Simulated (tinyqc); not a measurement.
Resistance of a source-drain extension with a graded tip: one step of the calculation.

y runs along the channel, the gate covers y > 0. The doping is N0 for y < y0 and N0 10^(-(y - y0)/la) beyond, uniform over the depth xj. Sheet conductance s(y) = q mu(N) max(N - Nch, 0) xj + (for y > 0) ma Cox Vo, with mu(N) = u0 + (u1 - u0)/(1 + (N/Nr)^au) and Cox = eps0 eox/tox. Current is taken as one-dimensional; depletion of the tip, spreading and the contact are left out. The metallurgical junction lies at yj, where N = Nch.

Question. Sheet resistances and junction position. yj = y0 + la log10(N0/Nch); sheet resistance of the full extension 1/[q mu(N0)(N0 - Nch) xj] and of the gate-induced layer 1/(ma Cox Vo); metallurgical length Lg - 2 yj; ye is where the doped and the gate-induced conductances are equal.

Parameters, values chosen for the exercise; mobility law close to that of electrons in silicon:

| symbol | value | unit | meaning |
|---|---|---|---|
| eox | 9.19 |  | relative permittivity of the gate insulator (close to aluminium oxide) |
| tox | 6.8 | nm | insulator thickness |
| N0 | 6.5e19 | cm^-3 | active doping of the extension far from the gate |
| la | 3.3 | nm/decade | lateral abruptness |
| y0 | 0.4 | nm | position under the gate where the fall begins (gate edge at 0) |
| xj | 30 | nm | depth of the extension |
| Nch | 2.9e18 | cm^-3 | channel doping |
| Vo | 0.38 | V | gate overdrive |
| ma | 250 | cm^2/(V s) | mobility of the gate-induced layer |
| u1 | 1414 | cm^2/(V s) | mobility at low doping |
| u0 | 68.5 | cm^2/(V s) | mobility at high doping |
| Nr | 9.2e16 | cm^-3 | reference doping |
| au | 0.711 |  | exponent |
| Lg | 60 | nm | gate length |

Constants: q = 1.602176634e-19 C, eps0 = 8.8541878128e-14 F/cm where lengths are in cm. Results are converted to the units shown.

Give: yj; sheet resistance of the extension; sheet resistance of the induced layer; metallurgical length; ye; N at ye.

Answer.

yj = 4.857 nm
sheet resistance of the extension = 413.3 ohm/square
sheet resistance of the induced layer = 8797 ohm/square
metallurgical length = 50.29 nm
ye = 4.228 nm
N at ye = 4.496e18 cm^-3

The gate takes over 0.628 nm before the junction, where N is still 1.55 times the channel doping.

Numbers from tinyqc (`OMP_NUM_THREADS=1 python tinyqc.py 2282290 2282291 out.jsonl`; about 0.04 s on one thread of a shared Intel Xeon 2.30GHz).
